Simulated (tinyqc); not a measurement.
Ten-year voltage from two stress tests.

Problem. Lifetimes follow tau = t0 exp(B/Vd). Ten years are 3.15576e8 s. Find B, t0 and the drain voltage for ten years.

lifetimes at Vd = 2.3 and 2.6 V (s): 4.7e5  1262.38180

Solution. ln(tau) is linear in 1/Vd.

B = 118 V
t0 = 2.46e-17 s
ten-year voltage = 2.04 V

Numbers from tinyqc (`OMP_NUM_THREADS=1 python tinyqc.py 2550141 2550142 out.jsonl`; about 0.01 s on one thread of a shared Intel Xeon 2.30GHz).
